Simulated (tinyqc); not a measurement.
Convergence with the basis: effective-mass impurity with a central-cell term, in a basis of Slater functions. Computed by tinyqc, a small Python program. Command: `OMP_NUM_THREADS=1 python tinyqc.py 3000047 3000048 out.jsonl centralcell walk`. One thread of a shared host (Intel(R) Xeon(R) Processor @ 2.30GHz), about 0.01 s of CPU time with the checks.

The envelope obeys H = -nabla^2 - (2/r) [Z + A exp(-kappa r)] in effective units, with kappa = a*/lambda; positive A deepens the well near the core.

Inputs (values chosen for the exercise, for a model semiconductor):

| quantity | value | unit |
|---|---|---|
| effective mass m | 0.277 | m_0 |
| dielectric constant eps | 20.3 | - |
| charge Z of the core | 1 | - |
| central-cell strength A | 10 | - |
| central-cell range lambda | 1.2 | angstrom |
| smallest exponent zeta_1 | 0.44 | 1/a* |
| ratio beta of exponents | 2.9 | - |

Impurity: acceptor, one isotropic band.

Constants: Ry = 13.605693123 eV; a_0 = 0.529177210903 angstrom.

Method:
- Units: Ry* = Ry m/eps^2 and a* = a_0 eps/m, with m in m_0.
- kappa = a*/lambda; the hydrogenic ground state is bound by Z^2 Ry*.
- For s functions exp(-zeta r), with s = zeta_i + zeta_j: S = 2/s^3, T = zeta_i zeta_j S, V = -2 Z/s^2, W = -2 A/(s + kappa)^2; each function is normalised by dividing by sqrt(S_ii S_jj).
- Large basis: zeta_i = 0.06 x 1.6^(i-1), i = 1..22, same formulas; for p functions r exp(-zeta r): S = 24/s^5, T = zeta_i zeta_j S (centrifugal term included), V = -12 Z/s^4, W = -12 A/(s + kappa)^4; overlap eigenvalues below 1e-11 are dropped.
- Binding energies are -E Ry*; the effective quantum number is nu = Z/sqrt(-E); |psi(0)|^2 is given relative to the hydrogenic Z^3/(pi a*^3).
- zeta_i = zeta_1 beta^(i-1), i = 1..n.
- The error is the lowest level above the large-basis value.

kappa = 32.3174 1/a*

Ry* = 9.14552 meV

1s binding energy = 10.2406 meV

Error of the 1s level:

| n | error (meV) | largest exponent (1/a*) |
|---|---|---|
| 1 | 3.9066 | 4.4000e-01 |
| 2 | 0.3877 | 1.2760e+00 |
| 3 | 0.3588 | 3.7004e+00 |
| 4 | 0.0813 | 1.0731e+01 |
| 5 | 0.0511 | 3.1120e+01 |
| 6 | 0.0509 | 9.0249e+01 |
| 7 | 0.0508 | 2.6172e+02 |
| 8 | 0.0508 | 7.5899e+02 |

The error falls from 3.91 to 0.0508 meV. The last function changes it by less than 5 %: it has levelled off, and what remains is set by beta and zeta_1, not by the range of exponents. Caution: the density at the core is many times hydrogenic, so the result hangs on the model potential inside one cell, where the envelope picture is weak.

Extremes, crossings and ranges named in words are read from the listed rows.
